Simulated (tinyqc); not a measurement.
Inside a calculation. Model: electron continuity equation in a given potential, Scharfetter-Gummel discretisation.

Computed by the program tinyqc: `OMP_NUM_THREADS=1 python tinyqc.py 2220127 2220128 out.jsonl`, one thread of a shared Intel Xeon 2.30GHz, about 0.01 s for the whole run. Printed values are rounded.

Steady state in one dimension: J = q mu n E + q D dn/dx with E = -dpsi/dx and D = mu Vt, dJ/dx = q (n/tau - G), fixed densities nL and nR at the ends. The potential is given, psi = U (x/L)^2, and is not changed by the electrons.

Inputs (values chosen for the exercise); mobility close to that of silicon at room temperature: temperature T = 300 K; electron mobility mu = 1370 cm^2/(V s); length of the region L = 0.73 um; density at x = 0 nL = 4.2e13 cm^-3; density at x = L nR = 0 cm^-3; lifetime tau = 4.7e-11 s; uniform generation rate G = 0 cm^-3 s^-1; potential difference psi(L) - psi(0) U = 0.25 V.

Constants: q = 1.602176634e-19 C, kB = 1.380649e-23 J/K, Vt = kB T/q. Results are converted to the units shown.

## Potential on the mesh

8 equal intervals, h = L/8; psi = U (x/L)^2.

psi, node 0 to 8 (V): 0.000000  0.003906  0.015625  0.035156  0.062500  0.097656  0.140625  0.191406  0.250000

## Bernoulli factors

d_i = (psi_(i+1) - psi_i)/Vt; B(d) = d/(exp(d) - 1), B(0) = 1. The flux on interval i is J_i = (q D/h) [n_(i+1) B(d_i) - n_i B(-d_i)].

```
interval      d_i    B(d_i)  B(-d_i)
0         0.15110  0.926352  1.07745
1         0.45330  0.790414  1.24372
2         0.75550  0.669368  1.42487
3         1.05770  0.562683  1.62039
4         1.35990  0.469609  1.82951
5         1.66211  0.389216  2.05132
6         1.96431  0.320443  2.28475
7         2.26651  0.262156  2.52866
```

The largest |d_i| is 2.27, above 2, where central differences lose the sign pattern that keeps densities positive.

## Tridiagonal system for the inner nodes

Row i (1 to 7): B(-d_(i-1)) n_(i-1) + b_i n_i + B(d_i) n_(i+1) = f_i with b_i = -B(-d_i) - B(d_(i-1)) - h^2/(D tau) and f_i = -G h^2/D; the known end values are moved to the right: f_1 loses B(-d_0) nL and f_7 loses B(d_7) nR. h = L/8, D = mu Vt.

```
node  diagonal b  right side f (cm^-3)
1       -2.22009           -4.52530e13
2       -2.26531                     0
3       -2.33978                     0
4       -2.44222                     0
5       -2.57095                     0
6       -2.72399                     0
7       -2.89913                     0
```

## Densities and current

B(d) = d/(exp(d) - 1) with d_i = (psi_(i+1) - psi_i)/Vt; b and f are the diagonal and right side of the balance equations. Solve B(-d_(i-1)) n_(i-1) + b_i n_i + B(d_i) n_(i+1) = f_i (end values already in f), then J_i = (q D/h) [n_(i+1) B(d_i) - n_i B(-d_i)], h = L/8, D = mu Vt.

n, node 0 to 8 (cm^-3): 4.2e13  2.72222e13  1.92086e13  1.44266e13  1.13478e13  9.23574e12  7.66573e12  6.04122e12  0
J, interval 0 to 7 (A/cm^2): -12.4593  -11.6126  -11.0151  -10.5663  -10.2133  -9.9260  -9.6876  -9.4997

Against a mesh 200 times finer the densities are off by at most 0.81 % of their local values.
